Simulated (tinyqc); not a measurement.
Size effects in the resistivity of thin metal films and interconnect lines: one step, computed by the program tinyqc.

Electrons lose their drift at surfaces (a share 1 - p of the hits) and at grain boundaries (reflection R), besides bulk scattering. The line sits in a trench with a non-conducting liner on both walls and the bottom; the spacing equals the drawn width.

Task: Grain boundaries. Mayadas-Shatzkes: alpha = (lambda/D) R/(1 - R); rho_b/rho = 1 - 3 alpha/2 + 3 alpha^2 - 3 alpha^3 ln(1 + 1/alpha).

Inputs (values chosen for the exercise, modelled on cobalt): bulk mean free path lambda = 11.4 nm; grain-boundary reflection R = 0.55.

Geometry: line.

grain size D = 16.4 nm

Give: alpha; rho/rho_b from grains.

Result:

alpha = 0.8496

rho/rho_b from grains = 2.175

The linear estimate 1 + 3 alpha/2 gives 2.274, 5 % high; at large alpha the slope is 4/3.
